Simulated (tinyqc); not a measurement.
# Gated two-dimensional channel with two bands, quantum capacitance: effect of the temperature

phi is the Fermi level above the lowest band edge, in volts; Vg is counted from the gate voltage at which an empty channel would have phi = 0. The channel has no thickness; trap charge is -q Dit phi.

D1 = gv md m0 q/(pi hbar^2), D2 = g2 m2 m0 q/(pi hbar^2) per eV; n1 = D1 Vt ln(1 + exp(phi/Vt)), n2 = D2 Vt ln(1 + exp((phi - E2)/Vt)), n = n1 + n2; Cq = q dn/dphi = q [D1/(1 + exp(-phi/Vt)) + D2/(1 + exp((E2 - phi)/Vt))]. Cox = eps0 eox/tox; Vg = phi + q (n + Dit phi)/Cox. 1/C_G = 1/Cox + 1/(Cq + q Dit); dphi/dVg = Cox/(Cox + Cq + q Dit).

Values chosen for this exercise; lowest band close to that of a thin InAs body:
- eox = 3.9 (relative permittivity of the gate insulator (close to silicon dioxide))
- tox = 0.85 nm (insulator thickness)
- md = 0.0338 m0 (in-plane mass)
- gv = 1 (valley degeneracy)
- m2 = 0.08 m0 (in-plane mass of a second band, chosen freely)
- g2 = 4 (valley degeneracy of that band, chosen freely)
- E2 = 0.18 eV (second band edge above the first)
- Dit = 0 cm^-2 eV^-1 (density of traps)
- Vg = 1 V (gate voltage)

Constants: q = 1.602176634e-19 C, kB = 1.380649e-23 J/K, hbar = 1.054571817e-34 J s, m0 = 9.1093837015e-31 kg, Vt = kB T/q, eps0 = 8.8541878128e-14 F/cm where lengths are in cm. Results are converted to the units shown.

The same in every row: Cox (uF/cm^2) = 4.0625.

Effect of the temperature:

| T (K) | phi (V) | n (cm^-2) | Cq (uF/cm^2) | C_G (uF/cm^2) | dphi/dVg | share of the second band (%) |
|---|---|---|---|---|---|---|
| 50 | 0.28540 | 1.8119e13 | 23.679 | 3.4676 | 0.14644 | 77.760 |
| 77 | 0.28540 | 1.8119e13 | 23.679 | 3.4676 | 0.14644 | 77.760 |
| 120 | 0.28540 | 1.8119e13 | 23.678 | 3.4676 | 0.14645 | 77.760 |
| 200 | 0.28537 | 1.8120e13 | 23.632 | 3.4666 | 0.14669 | 77.764 |
| 300 | 0.28506 | 1.8128e13 | 23.317 | 3.4597 | 0.14838 | 77.797 |
| 400 | 0.28414 | 1.8152e13 | 22.683 | 3.4454 | 0.15189 | 77.898 |
| 500 | 0.28245 | 1.8194e13 | 21.858 | 3.4258 | 0.15673 | 78.077 |

What does the comparison show?

As T goes from 50 to 500, Cq falls from 23.7 to 21.9 uF/cm^2, C_G/Cox falls from 0.854 to 0.843 and n stays near 1.81e13 cm^-2. Cq exceeds Cox in every row, so the insulator is the tighter limit, though Cq still cuts C_G by up to 16 %.

tinyqc, about 0.01 s, one thread, Intel Xeon 2.30GHz (shared host): `OMP_NUM_THREADS=1 python tinyqc.py 2200064 2200065 out.jsonl`
